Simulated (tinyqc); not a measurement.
What moves the results: Shockley-Read-Hall recombination through one deep level. A value that a table varies takes the place of the one given here.

One level at Et with degeneracy 1: tn = 1/(sn vth Nt), tp = 1/(sp_ vth Nt), n1 = Nc exp((Et - Eg)/kT), p1 = Nv exp(-Et/kT), ni^2 = n1 p1. Equilibrium n0 = Nm, p0 = ni^2/Nm; n = n0 + dn, p = p0 + dn. U = (n p - ni^2)/(tp (n + n1) + tn (p + p1)), lifetime dn/U; emission rates en = sn vth n1, ep = sp_ vth p1.

Constants: kB = 8.617333262e-05 eV/K.

Parameters, chosen for this exercise (gap and densities of states near those of GaN at this temperature; shifted at random, so the results belong to these values and not to a real crystal):
- E1 = 1.019 eV (level (+1/0) above Ev)
- E2 = 2.603 eV (level (0/-1) above Ev)
- gm = 1 (degeneracy of the middle state, the others 1)
- T = 450 K
- Eg = 3.365 eV (gap)
- Nc = 4.15e+18 1/cm^3 (conduction-band density of states)
- Nv = 8.4e+19 1/cm^3 (valence-band density of states)
- Nd = 2.4e+16 1/cm^3 (ionised shallow donors minus acceptors)
- Et = 1.019 eV (recombination level above Ev)
- Nt = 2.2e+16 1/cm^3 (defects)
- sn = 6.7e-15 cm^2 (electron capture cross-section)
- sp_ = 1.9e-16 cm^2 (hole capture cross-section)
- vth = 14000000 cm/s (thermal velocity, both carriers)
- Nm = 2.2e+17 1/cm^3 (equilibrium electrons for the lifetime steps)
- dn = 3.3e+12 1/cm^3 (excess pairs)

## Charge state against the Fermi level (deep level with several charge states)

Energies from Ev. The defect has charge states +1, 0, -1 with weights 1, gm exp((EF - E1)/kT), exp((2 EF - E1 - E2)/kT); the shares are the weights over their sum. Boltzmann carriers: n = Nc exp((EF - Eg)/kT), p = Nv exp(-EF/kT). Neutrality: p - n + Nd + Nt <q> = 0.

Shares:
```
EF (eV)     +1      0     -1     <q>
0.202    1.000  0.000  0.000   1.000
0.471    1.000  0.000  0.000   1.000
0.740    0.999  0.001  0.000   0.999
1.009    0.564  0.436  0.000   0.564
1.279    0.001  0.999  0.000   0.001
1.548    0.000  1.000  0.000   0.000
1.817    0.000  1.000  0.000   0.000
2.086    0.000  1.000  0.000   0.000
2.356    0.000  0.998  0.002  -0.002
2.625    0.000  0.362  0.638  -0.638
2.894    0.000  0.001  0.999  -0.999
3.163    0.000  0.000  1.000  -1.000
```

How do the results move?

Where the levels are several kT apart the middle state rules between about E1 - kT ln gm = 1.019 and E2 + kT ln gm = 2.603 eV; its largest share listed is 1.000. Each step spreads from 10 % to 90 % over 4.4 kT = 0.170 eV.

## Defects against doping (deep level with several charge states)

Nt takes the listed multiples of |Nd|; the resistivity uses mobilities of 1000 (electrons) and 300 (holes) cm^2/(V s), chosen for the exercise, and e = 1.602176634e-19 C.

Neutral state:
```
Nt/|Nd|  EF (eV)  n (1/cm^3)  p (1/cm^3)  rho (ohm cm)
0.01      3.1648    2.38e+16    3.02e-16         0.263
0.10      3.1611    2.16e+16    3.32e-16         0.289
0.30      3.1514    1.68e+16    4.27e-16         0.372
0.60      3.1297    9.60e+15    7.48e-16         0.650
0.90      3.0759    2.40e+15    2.99e-15          2.60
1.10      2.6923    1.21e+11    5.92e-11      5.14e+04
1.50      2.6299    2.43e+10    2.96e-10      2.57e+05
3.00      2.5761    6.07e+09    1.18e-09      1.03e+06
10.00     2.5178    1.35e+09    5.32e-09      4.63e+06
```

How do the results move?

EF goes from 3.165 to 2.518 eV and the resistivity from 0.263 to 4.63e+06 ohm cm, with a largest value of 4.63e+06. The largest move of EF, -0.384 eV, comes between Nt/|Nd| = 0.9 and 1.1; the levels lie at 1.019 and 2.603 eV. A defect can take up to one carrier of either sign, so the doping can be cancelled no earlier than Nt = |Nd|, there only if EF lies well beyond the level that takes the carriers and otherwise at larger Nt (mean charge -0.10 in the last row).

## Lifetime against injection

Recombination:
```
dn (1/cm^3)  lifetime (microsecond)  U (1/(cm^3 s))
1.0e+11                     0.01709        5.85e+18
1.0e+12                     0.01709        5.85e+19
1.0e+13                     0.01709        5.85e+20
1.0e+14                     0.01709        5.85e+21
1.0e+15                     0.01709        5.85e+22
1.0e+16                     0.01711        5.84e+23
1.0e+17                     0.01724        5.80e+24
1.0e+18                     0.01749        5.72e+25
```

What does this show, and why?

The lifetime rises from 0.01709 to 0.01749 microsecond; tn + tp = 0.01757. At low injection it is tp (1 + n1/n0) + tn p1/n0 with n1/Nm = 1e-25 and p1/Nm = 1.5e-09: re-emission is negligible, so minority capture alone counts. Auger and radiative paths are left out; they cut in at the highest injections, and in a doped direct-gap crystal the radiative one counts at all injections. dn = dp neglects trapped charge, which matters where the traps hold a charge comparable with dn, at low injection and with very unequal cross sections.

## Where a level does most harm

Et takes the values listed; G = Nt en ep/(en + ep) in a depleted region; the lifetime is for dn = 1e11 1/cm^3.

Results:
```
Et (eV)  lifetime (microsecond)  G (1/(cm^3 s))
0.202                    0.0181        3.23e-08
0.471                    0.0171        3.32e-05
0.740                    0.0171          0.0342
1.009                    0.0171            35.2
1.279                    0.0171        3.72e+04
1.548                    0.0171        3.82e+07
1.817                    0.0171        2.20e+07
2.086                    0.0171        2.14e+04
2.356                    0.0171            20.2
2.625                    0.0171          0.0196
2.894                    0.0171        1.91e-05
3.163                    0.0189        1.85e-08
```

What can be read from the table?

Generation peaks where en = ep, at Eg/2 + (kT/2) ln(sp_ Nv/(sn Nc)) = 1.672 eV; the largest value listed is at 1.548 eV, and G falls by a decade for each 0.089 eV away from the peak. The lifetime is within a factor 2 of its minimum, 0.0171 microsecond, from 0.202 to 3.163 eV: recombination tolerates a wide range of Et, generation a narrow one.

## What moves lifetime and leakage

G = Nt en ep/(en + ep). Each row changes one parameter from the base and keeps the others.

Results:
```
case                 lifetime (microsecond)  G (1/(cm^3 s))
base                                0.01709            45.6
Et = 1.059 eV                       0.01709             128
sn = 1.34e-14 cm^2                  0.01709            91.1
sp_ = 3.8e-16 cm^2                 0.008544            45.6
Nt = 1.1e+16 1/cm^3                 0.03418            22.8
Nm = 6.6e+17 1/cm^3                 0.01709            45.6
dn = 9.9e+12 1/cm^3                 0.01709            45.6
```

How do the results move?

The largest shifts from the base row, up to three for each result and ties (the steps differ in size, so this ranks the rows, not the parameters). lifetime (microsecond): Nt +0.0171, sp_ -0.00854; unchanged at the printed digits by Et, sn, Nm and dn. G (1/(cm^3 s)): Et +82.3, sn +45.6, Nt -22.8; unchanged at the printed digits by sp_, Nm and dn.

Program tinyqc; command `OMP_NUM_THREADS=1 python tinyqc.py 1680635 1680636 out.jsonl`; about 0.01 s on one thread of a shared Intel(R) Xeon(R) Processor @ 2.30GHz.
